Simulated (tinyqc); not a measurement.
# Worked calculation: junctionless gate-all-around wire, depletion approximation

Program tinyqc, `OMP_NUM_THREADS=1 python tinyqc.py 2460121 2460122 out.jsonl`; Intel Xeon 2.30GHz, shared host, one thread, about 0.01 s. Printed values are rounded.

A uniformly doped n-type wire of radius R under a surrounding gate; long channel. Below flat band a shell from radius rc to R is fully depleted and the neutral core, at channel potential V (0 at the source, Vd at the drain), carries the current with constant mobility; s = (rc/R)^2 is the share of the cross-section that conducts. The edge of the depleted shell is taken as abrupt, so there is no subthreshold current.

Parameters, values chosen for the exercise; material values those of a made-up semiconductor:

| symbol | value | unit | meaning |
|---|---|---|---|
| eps_r | 12.4 |  | relative permittivity of the semiconductor |
| eox | 7.5 |  | relative permittivity of the gate insulator |
| tox | 7 | nm | insulator thickness |
| R | 10 | nm | wire radius |
| Nd | 2.7e18 | cm^-3 | donor density |
| Vfb | 0.31 | V | flat-band voltage |
| mu | 33 | cm^2/(V s) | effective mobility in the wire |
| L | 1 | um | gate length |
| Vg | 0.1 | V | gate voltage |
| Vd | 0.2 | V | drain voltage |

Constants: q = 1.602176634e-19 C, eps0 = 8.8541878128e-14 F/cm where lengths are in cm. Results are converted to the units shown.

Range of the model: The core is thin, so the Debye tails of the electrons, left out here, matter.

## Voltages that deplete the wire

Cox = eps0 eox/(R ln(1 + tox/R)); A = q Nd R^2/(4 eps0 eps_r); B = q Nd R/(2 Cox); VT = Vfb - A - B.

Cox = 1.25147 uF/cm^2
A = 0.0985017 V
B = 0.172832 V
VT = 0.0386661 V

Of the 0.271 V needed, 63.7 % drops over the insulator. The device is normally off.

## Iteration 1: conducting share at the source by Newton steps

s at the start = 0.2

With V = 0: f = A (1 - s + s ln s) + B (1 - s) - (Vfb - Vg); f' = A ln s - B; s(new) = s - f/f'.

f = -0.0246394 V
f' = -0.331365 V
s after iteration 1 = 0.125643

## Iteration 2: conducting share at the source by Newton steps

As before.

f = 0.00157102 V
f' = -0.377156 V
s after iteration 2 = 0.129808

## Course of the iteration: conducting share at the source by Newton steps

Stop when s changes by less than 1e-11, or after 30 iterations. s must stay positive.

Course of the iteration:
```
iteration	s	|change|
1	0.125643	0.0744
2	0.129808	4.17e-3
3	0.129826	1.80e-5
4	0.129826	3.28e-10
5	0.129826	< 1e-14
```

Converged in 5 iterations. At the end the number of correct digits about doubles with each step.

## Core radius, conductance and current

s0 = 0.129826
sL = 0

s solves Vfb - Vg + V = A (1 - s + s ln s) + B (1 - s), and s = 0 where the left side exceeds A + B. I = (q mu Nd pi R^2/L)[g(s0) - g(sL)], g = A (s^2/4 - (s^2/2) ln s) + B s^2/2, with s0 at V = 0 and sL at V = Vd. rc = R sqrt(s0); the small-signal conductance at Vd = 0 is q mu Nd pi R^2 s0/L.

rc at the source = 3.60314 nm
conductance = 0.0582237 uS
I = 0.00159940 uA

The drain end is pinched off, so the current is saturated.
